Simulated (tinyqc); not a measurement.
Landau levels of massless Dirac electrons, step by step. Values are carried at full precision from step to step, so a last printed digit may differ when a step is redone from the rounded ones.

In a field B along z: l = 1/sqrt((e/hbar) B) is the magnetic length, n_B = B/(h/e) the number of states per area in one level, hbar wc = 2 muB B/m for mass m in m0; 1/angstrom^2 = 1e16/cm^2.

Constants: e/hbar = 1.519267448e-05 1/(T angstrom^2); h/e = 413566.7697 T angstrom^2; muB = 5.788381798e-05 eV/T; e^2/h = 3.874045865e-05 S.

Inputs chosen for the exercise (out of a larger set: near those of graphene; not measured data): B = 1 T (magnetic field); n = 7.7 x 1e11/cm^2 (electron sheet density); hv = 7 eV angstrom (hbar v).

## Scales set by the field

Give l, n_B and the filling factor nu = n/n_B.

l = 256.56 angstrom
n_B = 0.2418 x 1e11/cm^2
nu = 31.845

## The lowest levels

E_N = sqrt(2N) hv/l for N = 0, 1, 2, ... and the mirror levels below zero; each is fourfold (spin, valley), Zeeman splitting left out; half of level 0 belongs to the electrons.

List the eight lowest, in meV, with the gap to the next.

Levels:
```
label  E (meV)  gap above (meV)
0        0.000           38.586
1       38.586           15.983
2       54.569           12.264
3       66.833           10.339
4       77.172            9.109
5       86.281            8.235
6       94.516            7.573
7      102.089            7.049
```

The largest of these gaps, 38.59 meV, first occurs above level 0 and is kB T at 448 K.

## Fields of the Hall plateaus

A plateau is centred where nu = n/n_B equals 2, 6, 10, 14, 18, 22; there rho_xy = h/(nu e^2).

Plateaus:
```
nu   B (T)  1/B (1/T)  rho_xy (kohm)
2   15.922     0.0628        12.9064
6    5.307     0.1884         4.3021
10   3.184     0.3140         2.5813
14   2.275     0.4396         1.8438
18   1.769     0.5652         1.4340
22   1.447     0.6909         1.1733
```

## Checks

- Level 3 from the Dirac matrix in 40 oscillator states against the formula, meV: both 66.833.

Program tinyqc; command `OMP_NUM_THREADS=1 python tinyqc.py 1250007 1250008 out.jsonl`; about 0.01 s on one thread of a shared Intel(R) Xeon(R) Processor @ 2.30GHz.
